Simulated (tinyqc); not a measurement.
From results back to parameters: Koster-Slater impurity in an sp3s* host.

Problem. In the Koster-Slater model a defect shifts the s level of its site by Vs and the p levels by Vp; an A1 level solves 1/Vs = G_s(E) and a T2 level 1/Vp = G_p(E), E from the top of the valence band. A defect has an A1 level at E = 1.4970 eV, one of the energies of the table, and a T2 level at 0.8982 eV.

G(E) of the host (1/eV):
```
E (eV)         G_s         G_p
0.0000   0.0442277   0.2846701
0.2994   0.0348645   0.1937920
0.5988   0.0243494   0.1477077
0.8982   0.0117513   0.1137698
1.1976  -0.0044694   0.0852552
1.4970  -0.0274067   0.0587196
1.7963  -0.0647907   0.0310225
2.0957  -0.1450410  -0.0033853
2.3951  -0.8041094  -0.0841662
```

Find: Vs, Vp.

Solution. Read G_s and G_p at the two energies and invert them. Vs is attractive and pulls its level down from the conduction bands. Vp is repulsive and pushes its level up from the valence bands.

Vs, Vp (eV): -36.5  8.8

tinyqc: `OMP_NUM_THREADS=1 python tinyqc.py 1480396 1480397 out.jsonl`; about 0.09 s, one thread, shared Intel(R) Xeon(R) Processor @ 2.30GHz.
